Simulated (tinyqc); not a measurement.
Cyclotron resonance of ellipsoidal valleys, Si type, step by step. Values are carried at full precision from step to step, so a last printed digit may differ when a step is redone from the rounded ones.

Valleys along [100], [010], [001] (each with its opposite partner), mass ml along the axis and mt across it. B lies in the (1-10) plane, b = (sin(theta)/sqrt2, sin(theta)/sqrt2, cos(theta)). For the angle phi between B and the axis, 1/mc^2 = cos^2(phi)/mt^2 + sin^2(phi)/(mt ml). Resonance: h nu = 2 muB B/mc, h = 2 pi hbar.

Constants: hbar = 6.58211957e-16 eV s; muB = 5.788381798e-05 eV/T.

Parameters, chosen for this exercise (near those of Si; the results hold for these values, not for the real material): theta = 10 degrees (angle of B from [001] towards [110]); ml = 0.9 m0 (longitudinal mass); mt = 0.182 m0 (transverse mass); nu = 24 GHz (microwave frequency); tau = 11 ps (scattering time).

## Angles to the valley axes

Give b and cos^2(phi) for each axis.

b: 0.1228  0.1228  0.9848

cos^2(phi): [100] 0.0151, [010] 0.0151, [001] 0.9698

## Cyclotron masses and resonance fields

For each axis, mc and B = h nu mc/(2 muB).

Resonances:
```
axis,mc (m0),B (T)
[100],0.3932,0.3371
[010],0.3932,0.3371
[001],0.1842,0.1580
```

2 distinct masses appear; the limits are mt = 0.182 (B along the axis) and sqrt(ml mt) = 0.4047 (B across it).

## The same from the mass tensor

For the valley along [001]: M = mt 1 + (ml - mt) a a^T, and mc^2 = det M/(b M b).

M (m0):
```
,x,y,z
x,0.1820,0,0
y,0,0.1820,0
z,0,0,0.9000
```

det M = 0.029812
b M b = 0.8783
mc = 0.1842 m0

## Line shape

For linear polarisation and one isotropic mass the absorbed power goes as P = [1 + (w^2 + wc^2) tau^2]/([1 + (wc^2 - w^2) tau^2]^2 + 4 w^2 tau^2), w = 2 pi nu. List it for wc/w = 0, 0.5, 0.8, 0.9, 1, 1.1, 1.2, 1.5 and 2, which is B over the resonance field.

w tau = 1.659

Power:
```
wc/w,P
0.0,0.2666
0.5,0.3658
0.8,0.5009
0.9,0.5323
1.0,0.5416
1.1,0.5247
1.2,0.4853
1.5,0.3237
2.0,0.1527
```

The largest listed value lies at wc/w = 1.0, 2.0 times the zero-field value. The line is so broad that on the low-field side it reaches half its height only near zero field, or not at all. The closest two lines of this crystal are 113.4 % apart, more than the half width of one line, but at so small a w tau they may still show a single peak.

## Checks

- Rotation frequency of dv/dt = -M^-1 (v x b) for the valley along [001], in units of e B/m0, against 1/mc: both 5.4280.

Computed by tinyqc, a small Python program: `OMP_NUM_THREADS=1 python tinyqc.py 1282584 1282585 out.jsonl` (the numbers bound the seed that draws the inputs); one thread of a shared host (Intel(R) Xeon(R) Processor @ 2.30GHz), about 0.01 s for the whole set of steps.
